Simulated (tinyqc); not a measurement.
Inside a calculation. Model: input admittance of a MOSFET at zero drain bias: distributed channel and distributed gate.

Program tinyqc, `OMP_NUM_THREADS=1 python tinyqc.py 2262137 2262138 out.jsonl`; Intel Xeon 2.30GHz, shared host, one thread, about 0.01 s. Printed values are rounded.

Source and drain grounded, strong inversion, w = 2 pi f, Cox = eps0 eox/tox. The channel is an RC line of resistance 1/(mu Cox Vo) per square fed from both ends, so one finger has the intrinsic admittance y = i w Cox L tanh(g)/g per width, g = (1/2) sqrt(i w tau), tau = L^2/(mu Vo). The vertical resistance rv/L is in series with y, the overlaps 2 i w Cov in parallel: y_t = 1/(1/y + rv/L) + 2 i w Cov. The gate strip is a line of Rsh/L per length loaded by y_t, so a finger has Y = y_t Wf tanh(k)/k, k = (Wf/sd) sqrt(y_t Rsh/L); the device has Nf Y.

Parameters, values chosen for the exercise; values of the order met in silicon radio-frequency transistors:
```
symbol,value,unit,meaning
eox,9.15,,relative permittivity of the gate insulator (close to aluminium oxide)
tox,18,nm,insulator thickness
L,1.3,um,channel length
Wf,0.86,um,finger width
Nf,64,,number of fingers
mu,370,cm^2/(V s),channel mobility
Vo,0.24,V,gate overdrive
Rsh,11,ohm/square,sheet resistance of the gate
rv,0,ohm um^2,vertical resistivity of the gate stack
sd,2,,number of ends at which a finger is contacted
Cov,0.15,fF/um,overlap and fringe capacitance on each side
f,1.9,GHz,frequency
```

Constants: eps0 = 8.8541878128e-14 F/cm where lengths are in cm. Results are converted to the units shown.

## Low-frequency resistances and capacitance

Low-frequency limits, with c = Cox L and ct = c + 2 Cov: R_strip = Rsh Wf/(3 sd^2 L Nf), R_ch = (c/ct)^2 L/(12 mu Cox Vo Wf Nf), R_vert = (c/ct)^2 rv/(L Wf Nf), C = ct Wf Nf.

parts (ohm): strip 0.009475160, channel 44.55979, vertical 0
sum = 44.56927 ohm
C = 338.5589 fF
1/(2 pi R C) = 10.54752 GHz

The channel term is the largest, 100 % of the sum.

## Admittance of the channel and stack per width

tau, g, c = Cox L, y and y_t as defined.

tau = 190.3153 ps
g = 0.5329158+0.5329158i
c = 5.851142 fF/um
y = 12.56909+66.99750i uS/um
y_t = 12.56909+70.57892i uS/um

w tau = 2.27, and Im y is 0.959 of w c.

## Input impedance of the device

k and Y as defined; Z = 1/(Nf Y) = R + 1/(i w C); Q = |Im Z|/R; signal at the point farthest from a contact |1/cosh k|.

k = (8.118670+6.800586i) x 1e-3
Nf Y = 0.691941+3.884613i mS
R = 44.44353 ohm
C = 335.7217 fF
Q = 5.614079
signal at the far point = 0.9999902

R is 0.28 % below its low-frequency limit and C is 0.84 % below its own.
